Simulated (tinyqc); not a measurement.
Barrier height from two thicknesses.

Inverse problem. Through a thick flat barrier T = c exp(-2 kappa t) with a prefactor c that does not depend on t, and kappa = sqrt(m1 phi1/C), C = hbar^2/(2 m0). Find kappa, the decades lost for each nanometre, c and phi1.

Inputs (values chosen for the exercise):
- m1 = 0.52 m0 (tunnelling mass of layer 1)

Constants: q = 1.602176634e-19 C, hbar = 1.054571817e-34 J s, m0 = 9.1093837015e-31 kg, hbar^2/(2 m0) = 0.0380998212 eV nm^2. Results are converted to the units shown.

T at t = 1 and 2.4 nm: 1.5806894e-6  1.6326975e-14

Answer. The ratio of the two values removes c: kappa = ln(T_a/T_b)/(2 (t_b - t_a)).

kappa = 6.567 1/nm
decades a nanometre = 5.704
c = 0.8000
phi1 = 3.160 eV

Program tinyqc, `OMP_NUM_THREADS=1 python tinyqc.py 2540103 2540104 out.jsonl`; Intel Xeon 2.30GHz, shared host, one thread, about 0.03 s.
